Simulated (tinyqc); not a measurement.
# Thermal resistances of a two-die stack

Problem. Heat leaves through the lower die only, and the system is linear. Find the resistance R1 from the lower die to the coolant, R2 between the dies, and the rise of the upper die when both are powered.

Values chosen for this exercise:
```
symbol  value  unit                 meaning
P1         14     W  power of the lower die
P2         13     W  power of the upper die
```

rises of the lower and upper die with only the lower one powered (K): 7.28  7.28
rises of the lower and upper die with only the upper one powered (K): 6.76  11.57

Answer. With only the lower die powered no heat crosses R2, so both dies rise by P1 R1; the difference in the second test is P2 R2; rises add.

R1 = 0.520 K/W
R2 = 0.370 K/W
rise of the upper die = 18.9 K

Computed by the program tinyqc: `OMP_NUM_THREADS=1 python tinyqc.py 2162026 2162027 out.jsonl`, one thread of a shared Intel Xeon 2.30GHz, about 0.03 s for the whole run.
